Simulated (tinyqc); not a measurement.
Current of a Schottky diode by thermionic-emission-diffusion theory, and its read-back from I-V-T and C-V data. Changing the mobility mu. Computed by tinyqc, a small Python program. Command: `OMP_NUM_THREADS=1 python tinyqc.py 3010074 3010075 out.jsonl schottky sweep`. One thread of a shared host (Intel(R) Xeon(R) Processor @ 2.30GHz), about 0.01 s of CPU time with the checks.

Full ionisation, no tunnelling, no recombination current. V is the voltage across the junction itself, forward positive.

Inputs (values chosen for the exercise, modelled on n-type GaN):
```
quantity                                     value           unit
Richardson constant A*                          25   A/(cm^2 K^2)
effective density of states at 300 K, N_c  2.2e+18         1/cm^3
permittivity eps                               9.7              -
barrier without image force phi_0 (mean)     0.985             eV
doping N                                   3.4e+15         1/cm^3
series resistance R_s                         0.26  milliohm cm^2
junction voltage V                            0.44              V
temperature T                                  300              K
standard deviation sigma                        87            meV
relative change of sigma^2 with bias, rho     0.32            1/V
```

Barrier: Gaussian spread of heights.

Constants: k_B = 8.617333262e-05 eV/K; e = 1.602176634e-19 C; eps_0 = 8.8541878128e-12 F/m.

Method:
- N_c(T) = N_c (T/300 K)^(3/2); V_bi = phi_0 - (k_B T/e) ln(N_c(T)/N); surface field F = sqrt(2 e N (V_bi - V - k_B T/e)/(eps eps_0)); image lowering d_phi = sqrt(e F/(4 pi eps eps_0)); effective barrier phi = phi_0 - d_phi - sigma^2 (1 - rho V)/(2 k_B T).
- Collection velocity v_R = A* T^2/(e N_c(T)); diffusion velocity v_D = mu F; J = e N_c(T) v_R/(1 + v_R/v_D) exp(-phi/k_B T) [exp(e V/k_B T) - 1].
- Terminal voltage V + J R_s.
- Ideality n = (e/k_B T)/(d ln J/dV) by a central difference of +/- 1 mV; J_0 = J exp(-e V/(n k_B T)); apparent barrier phi_IV = k_B T ln(A* T^2/J_0); a C-V plot gives phi_CV = phi_0, the mean without lowering.

One run for each value:
```
mobility mu (cm^2/(V s))  current density J (A/cm^2)  apparent barrier phi_IV (eV)  ideality factor n  v_D (cm/s)
0.5                                        6.685e-04                        0.9648              1.106   1.056e+04
1.6                                        2.131e-03                        0.9349              1.106   3.380e+04
5                                          6.587e-03                        0.9059              1.106   1.056e+05
16                                         2.035e-02                        0.8773              1.104   3.380e+05
50                                         5.745e-02                        0.8520              1.100   1.056e+06
160                                        1.401e-01                        0.8322              1.091   3.380e+06
500                                        2.522e-01                        0.8215              1.079   1.056e+07
1600                                       3.404e-01                        0.8173              1.070   3.380e+07
5000                                       3.816e-01                        0.8160              1.066   1.056e+08
```

Describe and explain the trends.

Over the rows, current density J (A/cm^2) rises from 6.68e-4 to 0.382 (exponent d ln y / d ln x 1.00 between the first rows and 0.10 between the last); apparent barrier phi_IV (eV) falls from 0.965 to 0.816 (exponent d ln y / d ln x -0.027 between the first rows and -0.0014 between the last); ideality factor n falls from 1.11 to 1.07 (exponent d ln y / d ln x -1.3e-4 between the first rows and -0.0035 between the last). At the low end the exponent of current density J is 1.00, close to 1: diffusion limits. Reading a diffusion-limited diode with the thermionic formula overstates the barrier by k_B T ln(1 + v_R/v_D).
